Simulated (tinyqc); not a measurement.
Inside a calculation. Model: domain walls in a thin film with perpendicular anisotropy: Bloch, Neel and chiral walls, motion and stripe domains. Computed by tinyqc, a small Python program that keeps every step. Command: `OMP_NUM_THREADS=1 python tinyqc.py 3001614 3001615 out.jsonl mwall walk`. One thread of a shared host (Intel(R) Xeon(R) Processor @ 2.30GHz), about 0.01 s of CPU time with the checks. Intermediate numbers are printed to about 6 digits and carried at full precision; extremes and crossings named in words are read from the listed rows.

One-dimensional wall: polar angle theta(x), azimuth phi of the moment in the wall (phi = 0 Neel, 90 degrees Bloch). mu_0 = 1.25663706212e-6 T m/A, gamma = 1.76085963023e11 rad/(s T).

Inputs (values chosen for the exercise, for a model film):
```
quantity                      value    unit
saturation magnetisation M_s    889    kA/m
exchange stiffness A             11    pJ/m
uniaxial anisotropy K_u         909  kJ/m^3
DMI constant D                 0.97  mJ/m^2
thickness t                     0.8      nm
damping alpha                 0.029       -
field mu_0 H_z                  5.9      mT
```

Drive: magnetic field.

## Width and energy of the Bloch wall

K_eff = K_u - mu_0 M_s^2/2; Delta = sqrt(A/K_eff); sigma_0 = 4 sqrt(A K_eff); profile theta = 2 arctan exp(x/Delta); quality factor Q = 2 K_u/(mu_0 M_s^2).

K_eff = 412.427 kJ/m^3

width parameter Delta = 5.16444 nm

sigma_0 = 8.51981 mJ/m^2

quality factor Q = 1.83055

## Bloch or Neel

sigma(phi) = sigma_0 + 2 Delta K_D cos^2(phi) - pi D cos(phi), with the wall shape anisotropy K_D = N_x mu_0 M_s^2/2, N_x = t ln 2/(pi Delta). The minimum has cos(phi) = D/D_N for D < D_N = 4 Delta K_D/pi and phi = 0 beyond; sigma turns negative at D_c = (sigma_0 + 2 Delta K_D)/pi.

K_D = 16.9717 kJ/m^3

D_N = 0.111599 mJ/m^2

azimuth phi = 0 degrees

wall energy sigma = 5.64776 mJ/m^2

D_c = 2.76774 mJ/m^2

A pure chiral Neel wall. D is 0.35 of D_c.

## Walker breakdown

Field drive: steady motion v = gamma Delta B/alpha needs B = (alpha/2) [2 B_D sin(phi) - B_K sin(2 phi)] in size, B_K = 2 K_D/M_s, B_D = pi D/(2 M_s Delta), with phi moving from its rest value; the Walker field B_W is the largest value of |B_D sin(phi) - (B_K/2) sin(2 phi)| times alpha, reached at cos(phi) = [d - sqrt(d^2 + 8)]/4, d = B_D/B_K. Far above B_W/alpha, v = gamma Delta B alpha/(1 + alpha^2); this is used for all B above B_W.

B_K = 38.1816 mT

B_D = 331.869 mT

Walker field B_W = 9.68689 mT

velocity at B_W = 303.762 m/s

velocity at B = 185.013 m/s

B is below B_W: steady motion. Without D, B_W would be alpha B_K/2 = 0.554 mT, so D raises it 17.5 times.

## Stripe domains

Dipolar length l = sigma/(mu_0 M_s^2); for t much smaller than the period the domain width is w = 0.955 t exp(pi l/t) (Kaplan and Gehring), given as log10 of w in nm.

dipolar length l = 5.68673 nm

log10 of the domain width in nm = 9.58165

Domains would exceed a millimetre: any device is a single domain in equilibrium.

## Raising D

The formulas are those given above.

Wall against D; the last column is the Kaplan-Gehring width, log10[0.955 t exp(pi sigma/(mu_0 M_s^2 t))/nm], with a dash where it falls below 10 Delta and the formula fails:
```
D (mJ/m^2)  phi (degrees)  sigma (mJ/m^2)  sigma/sigma_0  log10 domain width
0.022             78.6305         8.51299       0.999200             14.5019
0.056             59.8810         8.47567       0.994819             14.4378
0.089             37.1079         8.40831       0.986914             14.3222
0.550              0.0000         6.96723       0.817768             11.8475
1.100              0.0000         5.23935       0.614962              8.8803
1.700              0.0000         3.35440       0.393718              5.6434
2.200              0.0000         1.78360       0.209348              2.9460
2.500              0.0000         0.84112       0.098726                   -
```

D_N is 4 % of D_c, so a small D fixes the chirality long before it lowers the energy much. Beyond D_N sigma falls by pi per unit of D, and the domain width, which has sigma in an exponent, drops by 11.6 decades over the valid rows (values above 6 mean a single domain in any device).

Checks made by the program: sigma_0 against the integral over the profile (relative difference below 1e-10); B_W against a scan of phi (relative difference below 1e-10).
